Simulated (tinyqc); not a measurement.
Concentration-dependent dopant diffusion with charged defects and the built-in field. Changing the temperature T. Computed by tinyqc, a small Python program. Command: `OMP_NUM_THREADS=1 python tinyqc.py 3010897 3010898 out.jsonl extrinsic sweep`. One thread of a shared host (Intel(R) Xeon(R) Processor @ 2.30GHz), about 0.8 s of CPU time with the checks.

A constant source C_s feeds a half space. The dopant moves through neutral point defects and through charged ones, whose number grows with the majority carrier density n.

Inputs (values chosen for the exercise, modelled on phosphorus in silicon):

| quantity | value | unit |
|---|---|---|
| neutral prefactor D0x | 4.23 | cm^2/s |
| neutral activation energy E0 | 3.66 | eV |
| singly charged prefactor D01 | 4.1 | cm^2/s |
| activation energy E1 | 3.99 | eV |
| doubly charged prefactor D02 | 49.8 | cm^2/s |
| activation energy E2 | 4.36 | eV |
| surface concentration C_s | 1.8e+20 | 1/cm^3 |
| junction level C_B | 6.4e+16 | 1/cm^3 |
| time t | 510 | s |

Field enhancement: off.

Constants: k_B = 8.617333262e-05 eV/K.

Method:
- n_i = 3.87e16 T^1.5 exp(-7014/T) per cm^3 (T in kelvin, an empirical form); each D = prefactor x exp(-E/(k_B T)); the intrinsic diffusivity D_i is their sum.
- Temperatures in kelvin are T(C) + 273.15.
- n = C/2 + sqrt(C^2/4 + n_i^2); D(C) = h [Dx + D1 (n/n_i) + D2 (n/n_i)^2], h = 1.
- With y = x/sqrt(D_s t), u = C/C_s and q = -(D/D_s) du/dy: du/dy = -q D_s/D, dq/dy = -(y/2) q D_s/D, u(0) = 1. The surface flux q(0) is shot so that u tends to 0 (LSODA, an adaptive multistep solver, relative tolerance 1e-10). Dose Q = 2 q(0) C_s sqrt(D_s t).
- The junction lies where C = C_B.

One run for each value:

| temperature T (C) | junction depth x_j (nm) | enhancement D_s/D_i | n_i (1/cm^3) | intrinsic diffusivity D_i (cm^2/s) |
|---|---|---|---|---|
| 850 | 24.72 | 36.105 | 2.8264e+18 | 1.6616e-16 |
| 900 | 50.26 | 25.674 | 3.9372e+18 | 8.3914e-16 |
| 950 | 97.60 | 18.758 | 5.3521e+18 | 3.7180e-15 |
| 1000 | 181.82 | 14.052 | 7.1191e+18 | 1.4679e-14 |
| 1050 | 326.14 | 10.776 | 9.2883e+18 | 5.2325e-14 |
| 1100 | 564.97 | 8.448 | 1.1910e+19 | 1.7032e-13 |
| 1150 | 947.67 | 6.762 | 1.5037e+19 | 5.1113e-13 |

Describe and explain the trends.

Over the rows, junction depth x_j (nm) rises from 24.7 to 948; enhancement D_s/D_i falls from 36.1 to 6.76. The enhancement drops as T rises, because n_i grows relative to C_s.

Caution (all rows): the built-in field is switched off although C_s exceeds n_i; with it D_s would be larger by the factor 1 + C_s/sqrt(C_s^2 + 4 n_i^2). Caution (all rows): at such concentrations dopants can cluster or exceed their solubility; the active fraction and the diffusivity then fall below the model. Caution (all rows): heavily doped phosphorus shows a kink and a deep tail, which this model leaves out.
